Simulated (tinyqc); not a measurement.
Heavy and light holes: cyclotron masses of warped hole bands.

Parameters, chosen for this exercise (near those of Ge; not measured data): g1 = 13.47 (Luttinger gamma1); g2 = 4.22 (gamma2); g3 = 5.67 (gamma3); ths = (0, 20, 35, 50, 65, 80, 90) degrees (angles).

E = c k^2 f(n) with f = g1 -/+ 2 sqrt(g2^2 + 3 (g3^2 - g2^2)(nx^2 ny^2 + ny^2 nz^2 + nz^2 nx^2)). For the orbit through k = 0 perpendicular to b = (sin(theta)/sqrt2, sin(theta)/sqrt2, cos(theta)), mc is the mean of 1/f over the directions n in that plane (180 evenly spaced angles). Quantum effects of the lowest levels are left out.

Cyclotron masses (m0):
```
theta (degrees)   heavy   light
0                0.2697  0.0434
20               0.2963  0.0427
35               0.3369  0.0419
50               0.3586  0.0414
65               0.3573  0.0415
90               0.3522  0.0420
```

Give the missing row, theta (degrees) = 80.

Computed row:
```
theta (degrees)   heavy   light
80               0.3531  0.0419
```

The heavy mass varies by 33 % over the table, with its largest listed value at 50 degrees ([111] lies at 54.7) and its smallest at 0; the light mass varies by 4.8 %. The warping term enters both with the same size, but it is set against a small inverse mass in one and a large one in the other (along [111], g1 - 2 g3 = 2.13 and g1 + 2 g3 = 24.81).

Computed by tinyqc, a small Python program: `OMP_NUM_THREADS=1 python tinyqc.py 1250476 1250477 out.jsonl` (the numbers bound the seed that draws the inputs); one thread of a shared host (Intel(R) Xeon(R) Processor @ 2.30GHz), about 0.01 s for the whole set of steps.
